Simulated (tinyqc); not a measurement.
## Slope factor and drain-induced lowering from three currents

Question. With source and body at 0 V, I = A exp((Vg + dd Vd)/(nf Vt)) (1 - exp(-Vd/Vt)). Find nf, the swing nf Vt ln 10 and dd.

Values chosen for this exercise: temperature T = 358 K.

Constants: q = 1.602176634e-19 C, kB = 1.380649e-23 J/K, Vt = kB T/q. Results are converted to the units shown.

currents at (Vg, Vd) = (0, 0.05), (0, 1.2) and (0.07, 1.2) V (nA/um): [0.22653293, 1.7930582, 11.695009]

Solution. The pair at equal Vd gives nf; the pair at equal Vg, after dividing out the factors 1 - exp(-Vd/Vt), gives dd.

nf = 1.210
swing = 85.95 mV/decade
dd = 0.06000

Program tinyqc, `OMP_NUM_THREADS=1 python tinyqc.py 2242249 2242250 out.jsonl`; Intel Xeon 2.30GHz, shared host, one thread, about 0.04 s.
